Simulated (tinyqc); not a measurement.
Inside a calculation. Method: one-electron ion in a basis of Gaussians. One step of it, computed by the program tinyqc.

Problem. Matrices over normalised Gaussians. With p = a_i + a_j and I(k) = Gamma((k+1)/2) / (2 p^((k+1)/2)): S = I(2l+2), T = (2l+3) a_i a_j S / p, V = -Z I(2l+1), each divided by sqrt(S_ii S_jj).

exponents of r^l exp(-a r^2) (1/bohr^2): [3.036000, 7.684000, 19.450000, 49.220000, 124.600000, 315.300000, 797.900000]

Z = 5

l = 0

Give: S; T; V.

Solution.

S:
$$\begin{pmatrix}
1.000 & 0.855 & 0.565 & 0.320 & 0.168 & 0.086 & 0.043 \\
0.855 & 1.000 & 0.855 & 0.565 & 0.320 & 0.168 & 0.086 \\
0.565 & 0.855 & 1.000 & 0.855 & 0.565 & 0.320 & 0.168 \\
0.320 & 0.565 & 0.855 & 1.000 & 0.855 & 0.565 & 0.320 \\
0.168 & 0.320 & 0.565 & 0.855 & 1.000 & 0.855 & 0.565 \\
0.086 & 0.168 & 0.320 & 0.565 & 0.855 & 1.000 & 0.855 \\
0.043 & 0.086 & 0.168 & 0.320 & 0.565 & 0.855 & 1.000
\end{pmatrix}$$

T (hartree):
$$\begin{pmatrix}
4.554 & 5.585 & 4.452 & 2.745 & 1.496 & 0.773 & 0.391 \\
5.585 & 11.526 & 14.134 & 11.268 & 6.948 & 3.787 & 1.957 \\
4.452 & 14.134 & 29.175 & 35.777 & 28.520 & 17.589 & 9.587 \\
2.745 & 11.268 & 35.777 & 73.830 & 90.536 & 72.173 & 44.510 \\
1.496 & 6.948 & 28.520 & 90.536 & 186.900 & 229.195 & 182.733 \\
0.773 & 3.787 & 17.589 & 72.173 & 229.195 & 472.950 & 579.976 \\
0.391 & 1.957 & 9.587 & 44.510 & 182.733 & 579.976 & 1196.850
\end{pmatrix}$$

V (hartree):
$$\begin{pmatrix}
-13.902 & -15.801 & -15.117 & -13.052 & -10.724 & -8.627 & -6.880 \\
-15.801 & -22.117 & -25.138 & -24.050 & -20.763 & -17.062 & -13.725 \\
-15.117 & -25.138 & -35.188 & -39.994 & -38.264 & -33.036 & -27.146 \\
-13.052 & -24.050 & -39.994 & -55.977 & -63.623 & -60.869 & -52.552 \\
-10.724 & -20.763 & -38.264 & -63.623 & -89.063 & -101.227 & -96.851 \\
-8.627 & -17.062 & -33.036 & -60.869 & -101.227 & -141.678 & -161.028 \\
-6.880 & -13.725 & -27.146 & -52.552 & -96.851 & -161.028 & -225.379
\end{pmatrix}$$
